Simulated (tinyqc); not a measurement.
Via and link resistance from two via chains.

Inverse problem. A chain of 5000 vias joined by 5000 metal links has R = 5000 (Rv + Rlink), with Rlink proportional to the link length. Find Rv, Rlink for length L, and the value of Rv that the short chain would give if the links were ignored.

resistance of chains of 5000 links with link lengths L and 3 L (ohm): [3.25e5, 4.95e5]

Solution. R per link is a straight line in the link length; its intercept at zero length is Rv.

Rv = 48.0 ohm
Rlink = 17.0 ohm
Rv without correction = 65.0 ohm

Program tinyqc, `OMP_NUM_THREADS=1 python tinyqc.py 2750038 2750039 out.jsonl`; Intel Xeon 2.30GHz, shared host, one thread, about 0.01 s.
